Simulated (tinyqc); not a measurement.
Inside a calculation. Method: MP2 on RHF in the 6-31g basis, for H4, spin multiplicity 1. One step of it, computed by the program tinyqc.

Question. Second-order Moller-Plesset energy. E2 = sum_ijab (ia|jb) [2 (ia|jb) - (ib|ja)] / (e_i + e_j - e_a - e_b) over occupied i, j and virtual a, b; the opposite-spin part is (ia|jb)^2 / denominator, the rest is same-spin, and SCS-MP2 scales them by 6/5 and 1/3.

orbital energies (hartree): MO1 -0.738891, MO2 -0.478501, MO3 0.209476, MO4 0.424297, MO5 0.792687, MO6 1.107437, MO7 1.260096, MO8 1.585628

Two-electron integrals over orbitals (pq|rs), unique and non-zero (hartree):
```
(11|11) 0.535073    (21|21) 0.163782    (22|11) 0.469458    (22|22) 0.464090
(31|11) -0.077854   (31|22) -0.015561   (31|31) 0.065698    (32|21) 0.066144
(32|32) 0.068596    (33|11) 0.380992    (33|22) 0.368064    (33|31) -0.014782
(33|33) 0.339913    (41|21) 0.048685    (41|32) -0.008020   (41|41) 0.033151
(42|11) 0.092044    (42|22) 0.061062    (42|31) -0.037838   (42|33) 0.021707
(42|42) 0.044273    (43|21) -0.077223   (43|32) -0.058323   (43|41) -0.001558
(43|43) 0.089387    (44|11) 0.323766    (44|22) 0.322582    (44|31) -0.001800
(44|33) 0.307967    (44|42) 0.007983    (44|44) 0.301371    (51|11) -0.081722
(51|22) -0.080207   (51|31) 0.005298    (51|33) -0.041704   (51|42) -0.024398
(51|44) -0.032285   (51|51) 0.051133    (52|21) -0.072670   (52|32) -0.025741
(52|41) -0.025485   (52|43) 0.018191    (52|52) 0.053214    (53|11) -0.018365
(53|22) -0.026014   (53|31) -0.005957   (53|33) -0.010825   (53|42) -0.005330
(53|44) -0.000449   (53|51) 0.002074    (53|53) 0.016634    (54|21) -0.043716
(54|32) -0.018870   (54|41) -0.011404   (54|43) 0.030203    (54|52) 0.021370
(54|54) 0.018601    (55|11) 0.426553    (55|22) 0.399227    (55|31) -0.036811
(55|33) 0.329100    (55|42) 0.059540    (55|44) 0.286694    (55|51) -0.050373
(55|53) -0.024960   (55|55) 0.379137    (61|21) -0.047735   (61|32) -0.019791
(61|41) -0.014840   (61|43) 0.013923    (61|52) 0.040996    (61|54) 0.016516
(61|61) 0.033873    (62|11) -0.062921   (62|22) -0.075806   (62|31) -0.010157
(62|33) -0.041071   (62|42) -0.013621   (62|44) -0.030511   (62|51) 0.045758
(62|53) 0.012163    (62|55) -0.047346   (62|62) 0.052043    (63|21) -0.023558
(63|32) -0.020963   (63|41) -0.000542   (63|43) 0.009761    (63|52) 0.018405
(63|54) 0.003006    (63|61) 0.014666    (63|63) 0.016136    (64|11) -0.019339
(64|22) -0.017667   (64|31) 0.002967    (64|33) -0.006384   (64|42) -0.008102
(64|44) -0.004810   (64|51) 0.014707    (64|53) -0.002217   (64|55) -0.011515
(64|62) 0.011109    (64|64) 0.007107    (65|21) 0.121938    (65|32) 0.059002
(65|41) 0.030584    (65|43) -0.059271   (65|52) -0.052465   (65|54) -0.030767
(65|61) -0.034119   (65|63) -0.021711   (65|65) 0.106073    (66|11) 0.401690
(66|22) 0.398835    (66|31) -0.010988   (66|33) 0.325824    (66|42) 0.046252
(66|44) 0.285144    (66|51) -0.049933   (66|53) -0.027097   (66|55) 0.367160
(66|62) -0.051416   (66|64) -0.010331   (66|66) 0.371355    (71|11) 0.051364
(71|22) -0.003997   (71|31) -0.055741   (71|33) 0.011962    (71|42) 0.022076
(71|44) 0.010155    (71|51) -0.008468   (71|53) 0.022191    (71|55) 0.008087
(71|62) 0.013667    (71|64) -0.005110   (71|66) -0.014303   (71|71) 0.069030
(72|21) -0.048633   (72|32) -0.046068   (72|41) -0.000109   (72|43) 0.012558
(72|52) 0.032286    (72|54) 0.005729    (72|61) 0.023393    (72|63) 0.026429
(72|65) -0.048910   (72|72) 0.058474    (73|11) -0.117321   (73|22) -0.095980
(73|31) 0.026095    (73|33) -0.055134   (73|42) -0.036817   (73|44) -0.026752
(73|51) 0.043474    (73|53) 0.009523    (73|55) -0.076390   (73|62) 0.037376
(73|64) 0.010577    (73|66) -0.071654   (73|71) -0.016166   (73|73) 0.058613
(74|21) -0.017002   (74|32) -0.036679   (74|41) 0.015378    (74|43) 0.040173
(74|52) -0.002103   (74|54) 0.009366    (74|61) -0.000987   (74|63) 0.007750
(74|65) -0.020920   (74|72) 0.017743    (74|74) 0.036806    (75|11) -0.034134
(75|22) 0.018765    (75|31) 0.054728    (75|33) 0.005357    (75|42) -0.023475
(75|44) 0.008530    (75|51) -0.012694   (75|53) -0.013516   (75|55) -0.010303
(75|62) -0.030545   (75|64) -0.001785   (75|66) 0.015795    (75|71) -0.055584
(75|73) 0.003622    (75|75) 0.066186    (76|21) 0.052155    (76|32) 0.049134
(76|41) -0.000623   (76|43) -0.023193   (76|52) -0.036500   (76|54) -0.012145
(76|61) -0.028946   (76|63) -0.025766   (76|65) 0.050666    (76|72) -0.054596
(76|74) -0.021146   (76|76) 0.058143    (77|11) 0.465377    (77|22) 0.436075
(77|31) -0.037563   (77|33) 0.362802    (77|42) 0.060868    (77|44) 0.315690
(77|51) -0.083994   (77|53) -0.020138   (77|55) 0.392198    (77|62) -0.078609
(77|64) -0.019544   (77|66) 0.382682    (77|71) 0.021369    (77|73) -0.103044
(77|75) 0.003759    (77|77) 0.446752    (81|21) -0.025722   (81|32) 0.036159
(81|41) -0.035503   (81|43) 0.007305    (81|52) 0.008657    (81|54) 0.013914
(81|61) 0.004624    (81|63) -0.018032   (81|65) -0.002185   (81|72) -0.046287
(81|74) -0.027941   (81|76) 0.039959    (81|81) 0.080809    (82|11) -0.050319
(82|22) 0.006652    (82|31) 0.059538    (82|33) -0.001772   (82|42) -0.029421
(82|44) -0.006373   (82|51) 0.005004    (82|53) -0.020880   (82|55) -0.010641
(82|62) -0.017866   (82|64) 0.004980    (82|66) 0.016403    (82|71) -0.068120
(82|73) 0.009970    (82|75) 0.062556    (82|77) -0.012116   (82|82) 0.076278
(83|21) 0.082156    (83|32) 0.022704    (83|41) 0.031761    (83|43) -0.024795
(83|52) -0.044830   (83|54) -0.019515   (83|61) -0.031579   (83|63) -0.012634
(83|65) 0.059541    (83|72) -0.022481   (83|74) 0.009635    (83|76) 0.024699
(83|81) -0.025042   (83|83) 0.055483    (84|11) -0.106899   (84|22) -0.068505
(84|31) 0.043506    (84|33) -0.040601   (84|42) -0.039749   (84|44) -0.020476
(84|51) 0.028086    (84|53) -0.000636   (84|55) -0.063706   (84|62) 0.013937
(84|64) 0.008472    (84|66) -0.047851   (84|71) -0.038616   (84|73) 0.043732
(84|75) 0.033908    (84|77) -0.074655   (84|82) 0.040602    (84|84) 0.051382
(85|21) -0.005231   (85|32) -0.038419   (85|41) 0.020201    (85|43) 0.009311
(85|52) 0.007945    (85|54) -0.002852   (85|61) 0.007834    (85|63) 0.021177
(85|65) -0.016395   (85|72) 0.045367    (85|74) 0.026660    (85|76) -0.044827
(85|81) -0.058810   (85|83) 0.005784    (85|85) 0.052084    (86|11) 0.011071
(86|22) -0.026654   (86|31) -0.038536   (86|33) -0.012521   (86|42) 0.014002
(86|44) -0.006157   (86|51) 0.009152    (86|53) 0.019007    (86|55) -0.007940
(86|62) 0.027617    (86|64) -0.000614   (86|66) -0.026588   (86|71) 0.048582
(86|73) 0.004853    (86|75) -0.052025   (86|77) -0.017263   (86|82) -0.054656
(86|84) -0.022614   (86|86) 0.047361    (87|21) -0.158291   (87|32) -0.059574
(87|41) -0.049178   (87|43) 0.080690    (87|52) 0.081639    (87|54) 0.049068
(87|61) 0.060277    (87|63) 0.023872    (87|65) -0.120096   (87|72) 0.039243
(87|74) 0.010233    (87|76) -0.050953   (87|81) 0.042689    (87|83) -0.091358
(87|85) -0.003859   (87|87) 0.184211    (88|11) 0.553552    (88|22) 0.488090
(88|31) -0.078264   (88|33) 0.393714    (88|42) 0.095588    (88|44) 0.338586
(88|51) -0.112719   (88|53) -0.010548   (88|55) 0.436850    (88|62) -0.089317
(88|64) -0.028930   (88|66) 0.411273    (88|71) 0.067824    (88|73) -0.137520
(88|75) -0.033024   (88|77) 0.506442    (88|82) -0.062719   (88|84) -0.122663
(88|86) 0.014165    (88|88) 0.620699
```

Hartree-Fock energy = -2.19798292 hartree

Give: Terms; Pair energies; MP2 correlation energy; SCS-MP2 correlation energy; MP2 total energy.

Answer.

Terms (the 40 largest of 72):
```
i  j  a  b  (ia|jb)    (ib|ja)  denominator       term
2  2  3  3   0.0686     0.0686      -1.3760    -0.0034
1  1  3  3   0.0657     0.0657      -1.8967    -0.0023
1  2  3  8   0.0595     0.0362      -3.0125    -0.0016
2  1  8  3   0.0595     0.0362      -3.0125    -0.0016
1  2  7  8  -0.0681    -0.0463      -4.0631    -0.0015
2  1  8  7  -0.0681    -0.0463      -4.0631    -0.0015
2  2  8  8   0.0763     0.0763      -4.1283    -0.0014
1  1  8  8   0.0808     0.0808      -4.6490    -0.0014
2  1  4  3  -0.0378    -0.0080      -1.8512    -0.0014
1  2  3  4  -0.0378    -0.0080      -1.8512    -0.0014
1  1  7  7   0.0690     0.0690      -3.9980    -0.0012
2  2  5  5   0.0532     0.0532      -2.5424    -0.0011
2  2  4  4   0.0443     0.0443      -1.8056    -0.0011
1  1  7  3  -0.0557    -0.0557      -2.9474    -0.0011
1  1  3  7  -0.0557    -0.0557      -2.9474    -0.0011
2  2  7  7   0.0585     0.0585      -3.4772    -0.0010
2  2  7  3  -0.0461    -0.0461      -2.4266    -0.0009
2  2  3  7  -0.0461    -0.0461      -2.4266    -0.0009
2  2  6  6   0.0520     0.0520      -3.1719    -0.0009
1  1  5  5   0.0511     0.0511      -3.0632    -0.0009
1  2  5  6   0.0458     0.0410      -3.1175    -0.0007
2  1  6  5   0.0458     0.0410      -3.1175    -0.0007
2  1  5  6   0.0410     0.0458      -3.1175  -4.76e-04
1  2  6  5   0.0410     0.0458      -3.1175  -4.76e-04
1  1  4  4   0.0332     0.0332      -2.3264  -4.72e-04
1  1  8  4  -0.0355    -0.0355      -3.4877  -3.61e-04
1  1  4  8  -0.0355    -0.0355      -3.4877  -3.61e-04
2  2  5  7   0.0323     0.0323      -3.0098  -3.46e-04
2  2  7  5   0.0323     0.0323      -3.0098  -3.46e-04
2  2  5  3  -0.0257    -0.0257      -1.9592  -3.38e-04
2  2  3  5  -0.0257    -0.0257      -1.9592  -3.38e-04
2  1  4  7   0.0221  -1.09e-04      -2.9018  -3.37e-04
1  2  7  4   0.0221  -1.09e-04      -2.9018  -3.37e-04
1  1  6  6   0.0339     0.0339      -3.6927  -3.11e-04
2  2  4  8  -0.0294    -0.0294      -2.9669  -2.92e-04
2  2  8  4  -0.0294    -0.0294      -2.9669  -2.92e-04
1  2  8  7  -0.0463    -0.0681      -4.0631  -2.79e-04
2  1  7  8  -0.0463    -0.0681      -4.0631  -2.79e-04
1  2  4  5  -0.0255    -0.0244      -2.4344  -2.78e-04
2  1  5  4  -0.0255    -0.0244      -2.4344  -2.78e-04
```

Pair energies (hartree; pair i-j sums ij and ji):
```
pair  opposite spin  same spin
1-1         -0.0096          0
2-1         -0.0128    -0.0020
2-2         -0.0129          0
```

MP2 correlation energy = -0.037310 hartree

SCS-MP2 correlation energy = -0.042998 hartree

MP2 total energy = -2.235293 hartree
